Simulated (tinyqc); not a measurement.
# Changing the temperature T

Model: equilibrium and kinetic segregation of a solute to boundaries and growing surfaces. Computed by tinyqc, a small Python program. Command: `OMP_NUM_THREADS=1 python tinyqc.py 3013411 3013412 out.jsonl segreg sweep`. One thread of a shared host (Intel(R) Xeon(R) Processor @ 2.30GHz), about 0.01 s of CPU time with the checks.

Inputs (values chosen for the exercise, modelled on a solute in a copper line): segregation energy Q = 0.481 eV; interaction z w (positive attracts) = -0.074 eV; total solute fraction x0 = 0.00026; grain size d = 25 nm; boundary thickness delta = 0.55 nm; atomic volume Omega = 11.81 angstrom^3; clean boundary energy gamma_0 = 0.54 J/m^2; mixing = 0.5.

Isotherm: Fowler-Guggenheim.

Constants: k_B = 8.617333262e-05 eV/K; 1 eV/angstrom^2 = 16.02176634 J/m^2.

Method:
- With theta the solute fraction on boundary sites and x that in the grains, theta/(1 - theta) = [x/(1 - x)] exp[(Q + z w theta)/(k_B T)].
- The coverage theta_inf is that for x = x0. Start at theta = 0; theta(new) = theta + mixing (theta(out) - theta); stop below 1e-10, 80 steps at most.
- Finite grains: boundary sites are the fraction f = 3 delta/d, and x0 = (1 - f) x + f theta; solve both equations for theta; share at boundaries = f theta/x0.
- Gibbs adsorption for this isotherm in a dilute matrix: gamma = gamma_0 + Gam_0 [k_B T ln(1 - theta) + z w theta^2/2], Gam_0 = delta/Omega sites per area.

One run for each value; columns: (1) temperature T (K); (2) coverage theta; (3) fraction x left in the grains; (4) share of solute at boundaries (%); (5) coverage theta_inf; (6) boundary energy gamma (J/m^2):
```
(1)         (2)         (3)     (4)      (5)      (6)
600   0.0039343  3.6208e-07  99.870  0.56105  0.53847
756   0.0039048  2.4473e-06  99.121  0.24133  0.53809
833   0.0038715  4.7992e-06  98.276  0.15297  0.53792
911   0.0038205  8.4020e-06  96.982  0.09798  0.53775
989   0.0037502  1.3366e-05  95.198  0.06494  0.53761
1070  0.0036568  1.9971e-05  92.826  0.04422  0.53748
1140  0.0035604  2.6778e-05  90.381  0.03283  0.53738
1220  0.0034355  3.5606e-05  87.209  0.02421  0.53730
1300  0.0032985  4.5286e-05  83.732  0.01847  0.53724
```

Give the missing row, temperature T (K) = 678.

Computed row; columns: (1) temperature T (K); (2) coverage theta; (3) fraction x left in the grains; (4) share of solute at boundaries (%); (5) coverage theta_inf; (6) boundary energy gamma (J/m^2):
```
(1)        (2)         (3)     (4)      (5)      (6)
678  0.0039245  1.0525e-06  99.622  0.37753  0.53828
```

Interpolating between the two neighbouring rows (linearly) misses most in fraction x left in the grains, by 33 %. Over the rows, coverage theta falls from 0.00393 to 0.00330 (exponent d ln y / d ln x -0.020 between the first rows and -0.64 between the last); fraction x left in the grains rises from 3.62e-7 to 4.53e-5 (exponent d ln y / d ln x 8.7 between the first rows and 3.8 between the last); share of solute at boundaries (%) falls from 99.9 to 83.7 (exponent d ln y / d ln x -0.020 between the first rows and -0.64 between the last). -k_B d ln(x)/d(1/T) between the first rows is 0.48 eV against Q = 0.481 eV: the boundaries give solute back to the grains on heating.
